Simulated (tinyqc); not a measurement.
Berg model of reactive sputtering of a nitride or oxide: poisoning, hysteresis and pumping speed: one step, computed by the program tinyqc. Command: `OMP_NUM_THREADS=1 python tinyqc.py 3008990 3008991 out.jsonl berg walk`. One thread of a shared host (Intel(R) Xeon(R) Processor @ 2.30GHz), about 0.02 s of CPU time with the checks.

A diatomic gas reacts with bare metal on the target and on the collecting surfaces; ions remove metal and compound from the target. theta_t and theta_c are the compound fractions.

Problem. Steady state at the pressure P. Ion flux j = J/e; gas flux F = P/sqrt(2 pi M k_B T). Target: (2/z) alpha F (1 - theta_t) = j Y_c theta_t. Sputtered flows F_c = j Y_c theta_t A_t, F_m = j Y_m (1 - theta_t) A_t. Collector: (2/z) alpha F (1 - theta_c) A_c + F_c (1 - theta_c) = F_m theta_c. Gas use Q = alpha F [(1 - theta_t) A_t + (1 - theta_c) A_c] + P S/(k_B T); 1 sccm = 4.4780e17 molecules/s. Rate R = F_m + F_c, given relative to j Y_m A_t.

Inputs (values chosen for the exercise, close to those used for aluminium oxide):
```
quantity,value,unit
ion current density J,32,mA/cm^2
target area A_t,280,cm^2
collecting area A_c,4000,cm^2
metal yield Y_m,0.97,-
compound yield Y_c,0.043,-
sticking coefficient alpha,0.16,-
reactive atoms per metal atom z,1.5,-
gas mass M,32,u
pumping speed S,490,l/s
gas temperature T,300,K
reactive partial pressure P,0.056,Pa
```

Constants: e = 1.602176634e-19 C; u = 1.6605390666e-27 kg; k_B = 1.380649e-23 J/K.

Give: ion flux j; gas flux F; theta_t; theta_c; gas use; total flow Q; rate relative to clean metal.

Solution.

ion flux j = 1.997e+17 1/(cm^2 s)

gas flux F = 1.506e+17 1/(cm^2 s)

theta_t = 0.7891

theta_c = 0.9193

gas use (sccm): target 3.18, collector 17.36, pump 14.79

total flow Q = 35.33 sccm

rate relative to clean metal = 0.2459

The target is partly covered. The film is 91.9 % compound.
